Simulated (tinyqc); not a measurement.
MOS structure on a p-type body with a surface-enhanced doping, non-linear Poisson equation by Newton steps: charge and capacitance against gate voltage.

One dimension, insulator interface at x = 0, acceptor density Na + N0 exp(-x/Ls), net doping C = -(acceptor density). psi is counted from the intrinsic level: n = ni exp((psi - Vb)/Vt), p = ni exp(-psi/Vt); deep in the body psi_b = -Vt ln(Na/ni). The gate acts through Cox = eps0 eox/tox and has the potential psi_G = Vg - (phiM - chi - Vt ln(Nc/ni)). Boltzmann statistics, full ionisation, classical densities, no oxide or interface charge.

ni = sqrt(Nc Nv) exp(-Eg/(2 Vt)), Eg in volts. The Poisson equation d/dx(eps0 eps_r dpsi/dx) = -q (p - n + C), with eps0 eps_r dpsi/dx = -Cox (psi_G - psi_0) at x = 0, is solved on a mesh of about 600 nodes or more. N_inv is the integral of n less its value deep in the body. C_LF = Cox (1 - dpsi_0/dVg) with all carriers following; C_HF is the same with the electron quasi-Fermi level shifting uniformly so that N_inv stays fixed. The centroid is that of the same excess.

Values chosen for this exercise; band and dielectric values close to those of silicon: temperature T = 300 K; band gap Eg = 1.12 eV; relative permittivity eps_r = 11.9; conduction-band density of states at T Nc = 2.83e19 cm^-3; valence-band density of states at T Nv = 2.61e19 cm^-3; electron affinity chi = 3.99 eV; acceptor density deep in the body Na = 6.9e17 cm^-3; relative permittivity of the gate insulator (close to silicon dioxide) eox = 3.9; insulator thickness tox = 1.8 nm; gate work function phiM = 4.17 eV; electron quasi-Fermi potential against the body Vb = 0 V; extra acceptor density at the surface N0 = 1.6e18 cm^-3; decay length Ls = 9.6 nm.

Constants: q = 1.602176634e-19 C, kB = 1.380649e-23 J/K, Vt = kB T/q, eps0 = 8.8541878128e-14 F/cm where lengths are in cm. Results are converted to the units shown.

Result of one run:
```
Vg (V),psi_0 - psi_b (V),N_inv (cm^-2),C_LF/Cox,C_HF/Cox,centroid (nm)
0.24,0.774,7.73e7,0.144,0.143,0.483
```

What becomes of these results when the gate voltage against the body Vg is changed from 0.24 to 0.37 V, all else the same?

Result of the changed run:
```
Vg (V),psi_0 - psi_b (V),N_inv (cm^-2),C_LF/Cox,C_HF/Cox,centroid (nm)
0.37,0.886,5.46e9,0.146,0.133,0.453
```

The whole series:
```
Vg (V),psi_0 - psi_b (V),N_inv (cm^-2),C_LF/Cox,C_HF/Cox,centroid (nm)
-0.02,0.555,1.85e4,0.171,0.171,0.568
0.11,0.663,1.15e6,0.156,0.156,0.520
0.24,0.774,7.73e7,0.144,0.143,0.483
0.37,0.886,5.46e9,0.146,0.133,0.453
0.51,0.989,2.70e11,0.493,0.126,0.424
0.64,1.03,1.25e12,0.785,0.124,0.394
0.77,1.05,2.52e12,0.869,0.123,0.366
0.9,1.07,3.89e12,0.905,0.123,0.342
1.03,1.08,5.31e12,0.925,0.123,0.322
1.17,1.09,6.87e12,0.939,0.122,0.303
```

N_inv goes from 18500 to 6.87e12 cm^-2 and passes 2e11 cm^-2 at Vg = 0.495 V. Below threshold it takes 70.3 mV a decade between Vg = 0.24 and 0.37 V, against Vt ln 10 = 59.5 mV. C_LF/Cox is lowest, 0.144, at Vg = 0.24 V among the rows listed and ends at 0.939, while C_HF/Cox ends at 0.122. Between the last two rows q dN_inv/dVg is 0.929 Cox. Where the classical centroid is under about 2 nm, confinement would move the charge away from the interface and raise the threshold. Above about 2e12 cm^-2 degeneracy matters too.

Computed by the program tinyqc: `OMP_NUM_THREADS=1 python tinyqc.py 2080152 2080153 out.jsonl`, one thread of a shared Intel Xeon 2.30GHz, about 0.4 s for the whole run.
